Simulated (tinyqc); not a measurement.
Isothermal kinetics: hydrogen passivation and dissociation of interface defects with a spread of activation energies. Computed by tinyqc, a small Python program. Command: `OMP_NUM_THREADS=1 python tinyqc.py 3025176 3025177 out.jsonl passivation walk`. One thread of a shared host (Intel(R) Xeon(R) Processor @ 2.30GHz), about 0.01 s of CPU time with the checks.

All defects start passivated and lose hydrogen by HP -> P + H; no hydrogen is supplied. Activation energies are normally distributed.

Inputs (values chosen for the exercise, for a model interface): mean dissociation energy E_d = 2.91 eV; spread s_d = 0.049 eV; prefactor k_d0 = 9.5e+12 1/s; anneal temperature T = 970 K; anneal time t = 130 s.

Ambient: vacuum.

Constants: k_B = 8.617333262e-05 eV/K.

Method:
- b = k_d0 exp(-E_d/k_B T); the active share of one kind of site is 1 - exp(-b t).
- Full average: z from -5 to 5 in steps of 0.125 with normalised weights exp(-z^2/2), energy = mean + spread x z.
- Times are decades about 1/b of the mean site. The last column is the part of the change still to come; rows stop once it is below 1e-5.

dissociation rate b = 0.00721754 1/s

Against time:
```
t (s)  active share, single energy  active share, spread  unreacted part
0.1                     7.2149e-04            8.5654e-04         0.99914
1                       7.1916e-03            8.5190e-03         0.99148
10                      6.9632e-02            8.0804e-02         0.91920
100                     5.1410e-01            5.2555e-01         0.47445
1000                    9.9927e-01            9.8822e-01         0.01178
```

What does the comparison show, and why?

A single energy finishes within about two decades of time. With the spread the unreacted part is 0.99 at 1 s and still 0.012 at 1000 s, where one energy leaves 7.3e-4: a width of s/k_B T = 0.59 in ln(rate) stretches the decay only mildly.
